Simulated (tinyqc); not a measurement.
Trap density and scattering coefficient from 1/f noise.

Problem. f S = K0 (1 + ac mu Cox I/gm)^2 with K0 = q^2 Vt lt Nt/(W L Cox^2), Vt in eV and Nt per eV. Find K0, Nt and ac.

Inputs (values chosen for the exercise):

| symbol | value | unit | meaning |
|---|---|---|---|
| T | 350 | K | temperature |
| L | 28 | nm | gate length |
| W | 5 | um | total gate width |
| Cox | 0.6 | uF/cm^2 | gate capacitance |
| mu | 430 | cm^2/(V s) | mobility |
| lt | 0.1 | nm | tunnelling length into the oxide |

Constants: q = 1.602176634e-19 C, kB = 1.380649e-23 J/K, Vt = kB T/q. Results are converted to the units shown.

I/gm at two biases (V): [0.0441819148, 0.352215845]
f S at these biases (V^2): [3.43135585e-9, 1.00736468e-8]

Answer. sqrt(f S) is linear in I/gm: the intercept is sqrt(K0), and slope over intercept is ac mu Cox.

K0 = 2.765e-9 V^2
Nt = 1.800e17 cm^-3 eV^-1
ac = 1.000e4 V s/C

Computed by the program tinyqc: `OMP_NUM_THREADS=1 python tinyqc.py 2150014 2150015 out.jsonl`, one thread of a shared Intel Xeon 2.30GHz, about 0.01 s for the whole run.
